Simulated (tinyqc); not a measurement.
Free and nearly free electrons in a metal: one step. Thermal quantities.

Constants: kB = 8.617333262e-05 eV/K.

Values chosen for the exercise (out of a larger set: near those of Co, whose d bands this model ignores; not measured data): rho = 6.98 micro-ohm cm (bulk resistivity); T = 290 K.

D(EF) per atom = 0.303057 1/eV
EF = 9.89913 eV

Question. gamma = (pi^2/3) kB^2 D(EF) per atom, times 96485.33 x 1e3 for mJ/(mol K^2); mu(T) = EF (1 - (pi kB T/EF)^2/12); Wiedemann-Franz kappa = L0 T/rho with L0 = (pi^2/3) (kB/e)^2, kB/e in V/K.

Give: gamma; mu - EF; kappa.

Answer.

gamma = 0.714 mJ/(mol K^2)
mu - EF = -0.0519 meV
kappa = 102 W/(m K)

The d states at EF, left out, make the measured gamma larger, several times so for Co.

Program tinyqc; command `OMP_NUM_THREADS=1 python tinyqc.py 1680808 1680809 out.jsonl`; about 0.01 s on one thread of a shared Intel(R) Xeon(R) Processor @ 2.30GHz.
